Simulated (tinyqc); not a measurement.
Strain-driven roughening and islands of a mismatched epitaxial film: one step, computed by the program tinyqc.

Film and substrate share isotropic elastic constants; the film is coherent and biaxially strained.

Problem. Elastic energy of the flat film. M = 2 G (1 + nu)/(1 - nu); stress = M f; energy density w = M f^2.

Inputs (values chosen for the exercise, for a model film): misfit |f| = 0.055; shear modulus G = 57.9 GPa; Poisson ratio nu = 0.25.

Give: biaxial modulus M; stress; energy density w.

Solution.

biaxial modulus M = 193 GPa

stress = 10.615 GPa

energy density w = 583.825 MJ/m^3
